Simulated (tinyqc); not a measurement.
# Resistance of a source-drain extension with a graded tip: two studies

y runs along the channel, the gate covers y > 0. The doping is N0 for y < y0 and N0 10^(-(y - y0)/la) beyond, uniform over the depth xj. Sheet conductance s(y) = q mu(N) max(N - Nch, 0) xj + (for y > 0) ma Cox Vo, with mu(N) = u0 + (u1 - u0)/(1 + (N/Nr)^au) and Cox = eps0 eox/tox. Current is taken as one-dimensional; depletion of the tip, spreading and the contact are left out. The metallurgical junction lies at yj, where N = Nch.

Inputs (values chosen for the exercise); mobility law close to that of electrons in silicon: relative permittivity of the gate insulator (close to zirconium oxide) eox = 25.1; insulator thickness tox = 4.5 nm; active doping of the extension far from the gate N0 = 1.3e20 cm^-3; lateral abruptness la = 2.9 nm/decade; position under the gate where the fall begins (gate edge at 0) y0 = 3.3 nm; depth of the extension xj = 7 nm; channel doping Nch = 4.8e17 cm^-3; spacer length Ls = 8 nm; gate overdrive Vo = 0.34 V; mobility of the gate-induced layer ma = 85 cm^2/(V s); mobility at low doping u1 = 1414 cm^2/(V s); mobility at high doping u0 = 68.5 cm^2/(V s); reference doping Nr = 9.2e16 cm^-3; exponent au = 0.711; gate length Lg = 90 nm.

Constants: q = 1.602176634e-19 C, eps0 = 8.8541878128e-14 F/cm where lengths are in cm. Results are converted to the units shown.

Each table varies one quantity; the others keep the values above.

## Abruptness at a fixed junction position

R_spacer = integral of dy/s from -Ls to 0, R_ov from 0 to yj, R_channel = (Lg - 2 yj)/(ma Cox Vo), R_total = 2 R_spacer + 2 R_ov + R_channel. Electrical length L_eff = ma Cox dR_total/d(1/Vo); R_series = R_total - L_eff/(ma Cox Vo). y0 is moved with la so that yj stays at 10.355 nm.

The same in every row: yj (nm) = 10.35; R_channel (ohm um) = 485.5.

Result of one run:
```
la (nm/decade)	R_spacer (ohm um)	R_ov (ohm um)	R_total (ohm um)	L_eff (nm)	R_series (ohm um)
1.8	7.227	22.06	544.1	72.87	33.49
```

What becomes of these results when the lateral abruptness la is changed from 1.8 to 6 nm/decade, all else the same?

Result of the changed run:
```
la (nm/decade)	R_spacer (ohm um)	R_ov (ohm um)	R_total (ohm um)	L_eff (nm)	R_series (ohm um)
6	12.11	51.05	611.8	80.25	49.53
```

The whole series:
```
la (nm/decade)	R_spacer (ohm um)	R_ov (ohm um)	R_total (ohm um)	L_eff (nm)	R_series (ohm um)
1	7.227	15.94	531.8	71.40	31.56
1.8	7.227	22.06	544.1	72.87	33.49
2.7	7.227	28.95	557.8	74.53	35.67
3.5	7.227	35.07	570.1	76.00	37.61
4.4	7.256	41.94	583.9	77.65	39.81
5.2	8.575	47.12	596.9	79.04	43.11
6	12.11	51.05	611.8	80.25	49.53
6.9	18.88	54.30	631.8	81.38	61.64
```

As la goes from 1 to 6.9 nm/decade, R_total rises from 532 to 632 ohm um, R_spacer rises from 7.23 to 18.9 ohm um and R_ov rises from 15.9 to 54.3 ohm um. R_total changes on average by 17.0 ohm um for each nm/decade. L_eff exceeds the metallurgical length by 2.11 nm in the first row and 12.1 nm in the last, since the gate also controls the lightly doped tips.

## Effect of the gate overdrive

Same model as above.

The same in every row: yj (nm) = 10.35; R_spacer (ohm um) = 7.227.

Effect of the gate overdrive:
```
Vo (V)	R_ov (ohm um)	R_channel (ohm um)	R_total (ohm um)	L_eff (nm)	R_series (ohm um)
0.15	50.20	1100	1215	72.92	57.27
0.3	33.02	550.2	630.7	74.56	38.62
0.45	25.37	366.8	432.0	75.67	31.43
0.6	20.89	275.1	331.3	76.51	27.55
0.75	17.89	220.1	270.3	77.20	25.10
0.9	15.72	183.4	229.3	77.79	23.40
1.05	14.06	157.2	199.8	78.30	22.14
1.2	12.76	137.6	177.5	78.76	21.18
```

As Vo goes from 0.15 to 1.2, R_total falls from 1220 to 178 ohm um, L_eff rises from 72.9 to 78.8 nm and R_series falls from 57.3 to 21.2 ohm um. Both extracted quantities depend on the overdrive at which they are taken.

Numbers from tinyqc (`OMP_NUM_THREADS=1 python tinyqc.py 2282127 2282128 out.jsonl`; about 0.03 s on one thread of a shared Intel Xeon 2.30GHz).
